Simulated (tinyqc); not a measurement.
Avalanche multiplication and breakdown of a junction from ionisation integrals: one step, computed by the program tinyqc. Command: `OMP_NUM_THREADS=1 python tinyqc.py 3027761 3027762 out.jsonl impact walk`. One thread of a shared host (Intel(R) Xeon(R) Processor @ 2.30GHz), about 0.01 s of CPU time with the checks.

Ionisation coefficients follow the local field. Position x runs through the depletion layer from the p side (x = 0), where electrons enter, to the n side (x = w), where holes enter. The built-in voltage is neglected.

Question. On-resistance of the drift layer. R_on = w/(e mu N) with w the width at breakdown; figure of merit V_B^2/R_on; for a triangular field it equals eps eps_0 mu F_m^3/4.

Inputs (values chosen for the exercise, modelled on GaN): permittivity eps = 9.7; drift-layer mobility mu = 32 cm^2/(V s); doping N of the lightly doped side = 1.3e+17 1/cm^3.

Junction: one-sided abrupt n+p.

width at breakdown = 1.419153 micrometre

breakdown voltage = 244.2089 V

critical field F_m = 3.441616 MV/cm

Constants: e = 1.602176634e-19 C; eps_0 = 8.8541878128e-12 F/m.

Give: specific on-resistance; V_B^2/R_on; eps eps_0 mu F_m^3/4.

Answer.

specific on-resistance = 0.21292 milliohm cm^2

V_B^2/R_on = 280.09 MW/cm^2

eps eps_0 mu F_m^3/4 = 280.09 MW/cm^2
